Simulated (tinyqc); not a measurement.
Worked calculation: UHF in the 3-21g basis, for H3, spin multiplicity 2. One step of it, computed by the program tinyqc.

Problem. Iteration 2: diagonalisation and new density. Diagonalise F' = X^T F X, C = X C', fill 2 alpha and 1 beta electrons from the bottom; D(s) = C_occ C_occ^T. Each column has its largest component positive (the first on a tie).

F(alpha) (hartree), lower triangle:
```
,1H 1s,1H 2s,2H 1s,2H 2s,3H 1s,3H 2s
1H 1s,-0.048040
1H 2s,-0.637192,-0.520714
2H 1s,-0.472985,-0.480401,-0.032582
2H 2s,-0.530242,-0.458419,-0.577370,-0.457274
3H 1s,-0.480629,-0.457025,-0.059140,-0.212301,0.080735
3H 2s,-0.515857,-0.412350,-0.211368,-0.282563,-0.496593,-0.346629
```

F(beta) (hartree), lower triangle:
```
,1H 1s,1H 2s,2H 1s,2H 2s,3H 1s,3H 2s
1H 1s,0.017511
1H 2s,-0.571244,-0.417729
2H 1s,-0.377426,-0.329700,0.360999
2H 2s,-0.435364,-0.307916,-0.258525,-0.157666
3H 1s,-0.483956,-0.431764,-0.157184,-0.280630,0.279440
3H 2s,-0.502167,-0.371097,-0.239447,-0.292392,-0.373627,-0.254433
```

X:
```
,1,2,3,4,5,6
1H 1s,-0.772958,0.000000,0.149069,1.188364,0.000000,0.216835
1H 2s,4.004412,0.000000,-0.502172,-0.082878,0.000000,0.285538
2H 1s,0.226987,-0.787344,0.885953,-0.259584,0.512270,0.167313
2H 2s,-2.211316,1.173110,-0.389797,-0.309381,0.343815,0.237814
3H 1s,0.226987,0.787344,0.885953,-0.259584,-0.512270,0.167313
3H 2s,-2.211316,-1.173110,-0.389797,-0.309381,-0.343815,0.237814
```

Give: F' = X^T F X; orbital energies; coefficients C; F' = X^T F X; orbital energies; coefficients C; D(alpha) after iteration 2; D(beta) after iteration 2.

Solution.

F' = X^T F X (alpha) (hartree), lower triangle:
```
,1,2,3,4,5,6
1,0.8471
2,0.0215,0.9758
3,0.1211,0.0347,1.0973
4,-0.5815,-0.0018,-0.1831,0.9503
5,0.0444,-0.3782,-0.0317,0.0479,-0.2136
6,-0.0074,-0.0322,-0.0991,-0.1159,-0.0414,-0.7071
```

orbital energies (alpha) (hartree): MO1 -0.7285, MO2 -0.3266, MO3 0.3283, MO4 0.9973, MO5 1.0966, MO6 1.5828

coefficients C (alpha):
```
,MO1,MO2,MO3,MO4,MO5,MO6
1H 1s,0.2994,-0.0543,0.2165,-0.6124,0.3143,-1.2106
1H 2s,0.3508,-0.3535,2.8238,1.5490,-0.7571,2.2763
2H 1s,0.2255,0.2594,0.0368,-0.9426,-0.6500,0.6194
2H 2s,0.2097,0.8296,-1.7842,0.2028,1.1145,-1.2204
3H 1s,0.1833,-0.2813,-0.0190,-0.3103,1.0287,0.7393
3H 2s,0.0455,-0.4667,-1.9269,-0.5466,-0.8018,-1.3469
```

F' = X^T F X (beta) (hartree), lower triangle:
```
,1,2,3,4,5,6
1,0.8855
2,0.0054,1.0366
3,0.1194,0.0260,1.1740
4,-0.5572,-0.0089,-0.2291,1.0291
5,0.0011,-0.3525,-0.0102,0.0335,0.2315
6,-0.0363,-0.0015,-0.0415,-0.1637,0.0761,-0.5671
```

orbital energies (beta) (hartree): MO1 -0.6007, MO2 0.1062, MO3 0.4105, MO4 1.0471, MO5 1.1706, MO6 1.6558

coefficients C (beta):
```
,MO1,MO2,MO3,MO4,MO5,MO6
1H 1s,0.3181,0.0121,0.1881,-0.7398,0.1741,-1.1682
1H 2s,0.5325,-0.0141,2.8278,1.8854,-0.4299,2.0872
2H 1s,0.1412,0.2209,0.0421,-0.7507,-0.8590,0.6651
2H 2s,-0.0355,0.7882,-1.8671,-0.1950,1.0957,-1.1582
3H 1s,0.2137,-0.1768,0.0372,-0.4769,0.9517,0.7763
3H 2s,0.0865,-0.6770,-1.9280,-0.4788,-0.8335,-1.2577
```

D(alpha) after iteration 2, lower triangle:
```
,1H 1s,1H 2s,2H 1s,2H 2s,3H 1s,3H 2s
1H 1s,0.0926
1H 2s,0.1242,0.2481
2H 1s,0.0534,-0.0126,0.1181
2H 2s,0.0178,-0.2197,0.2625,0.7323
3H 1s,0.0701,0.1637,-0.0316,-0.1949,0.1127
3H 2s,0.0389,0.1809,-0.1108,-0.3776,0.1396,0.2199
```

D(beta) after iteration 2, lower triangle:
```
,1H 1s,1H 2s,2H 1s,2H 2s,3H 1s,3H 2s
1H 1s,0.1012
1H 2s,0.1694,0.2835
2H 1s,0.0449,0.0752,0.0199
2H 2s,-0.0113,-0.0189,-0.0050,0.0013
3H 1s,0.0680,0.1138,0.0302,-0.0076,0.0457
3H 2s,0.0275,0.0461,0.0122,-0.0031,0.0185,0.0075
```
